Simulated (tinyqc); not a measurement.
Density of states of one tight-binding band on the simple cubic lattice: one step. Histogram. Three cases, with inputs chosen for the exercise.

Question. Count the points in equal bins from E_lo to E_hi; g = count/(all points x bin width).

Case 1.

Values chosen: bins = 8 (bins of the histogram); E_lo = -4.713 eV (lower end of the histogram); E_hi = 10.017 eV (upper end).

Distinct energies:
```
E_k (eV)   points
-4.680000       1
-4.000000       6
-3.320000       3
-2.440000      12
-0.880000      12
0.000000        8
1.560000        3
2.440000       12
5.760000        6
9.960000        1
```

Case 2.

Values chosen: bins = 6 (bins of the histogram); E_lo = -4.513 eV (lower end of the histogram); E_hi = 4.517 eV (upper end).

Distinct energies:
```
E_k (eV)   points
-4.440000       1
-3.417345       6
-2.394690      12
-1.762655       6
-1.372035       8
-0.740000      24
0.282655       24
0.914690       12
1.937345       24
3.592035        8
```

Case 3.

Values chosen: bins = 10 (bins of the histogram); E_lo = -6.213 eV (lower end of the histogram); E_hi = 3.117 eV (upper end).

Distinct energies:
```
E_k (eV)   points
-6.120000       1
-3.560000       6
-1.520000      12
-1.000000       3
0.000000        8
0.520000       12
1.520000       12
2.040000        3
2.520000        6
3.000000        1
```

Give: Histogram.

Answer.

Case 1.

Histogram:
```
from (eV)  to (eV)  points  g (1/eV)
-4.7130    -2.8718      10    0.0849
-2.8718    -1.0305      12    0.1018
-1.0305     0.8107      20    0.1697
0.8107      2.6520      15    0.1273
2.6520      4.4932       0    0.0000
4.4932      6.3345       6    0.0509
6.3345      8.1758       0    0.0000
8.1758     10.0170       1    0.0085
```

Empty bins: 2 of 8; the fullest holds 20 points. Empty bins inside the band come from the coarse mesh, not from gaps.

Case 2.

Histogram:
```
from (eV)  to (eV)  points  g (1/eV)
-4.5130    -3.0080       7    0.0372
-3.0080    -1.5030      18    0.0957
-1.5030     0.0020      32    0.1701
0.0020      1.5070      36    0.1914
1.5070      3.0120      24    0.1276
3.0120      4.5170       8    0.0425
```

Empty bins: 0 of 6; the fullest holds 36 points.

Case 3.

Histogram:
```
from (eV)  to (eV)  points  g (1/eV)
-6.2130    -5.2800       1    0.0167
-5.2800    -4.3470       0    0.0000
-4.3470    -3.4140       6    0.1005
-3.4140    -2.4810       0    0.0000
-2.4810    -1.5480       0    0.0000
-1.5480    -0.6150      15    0.2512
-0.6150     0.3180       8    0.1340
0.3180      1.2510      12    0.2010
1.2510      2.1840      15    0.2512
2.1840      3.1170       7    0.1172
```

Empty bins: 3 of 10; the fullest holds 15 points. Empty bins inside the band come from the coarse mesh, not from gaps.

Computed by tinyqc, one run a case: `OMP_NUM_THREADS=1 python tinyqc.py N N+1 out.jsonl` with N = 1681314, 1682713, 1682749; one thread of a shared Intel(R) Xeon(R) Processor @ 2.30GHz, about 0.2 s a run at most.
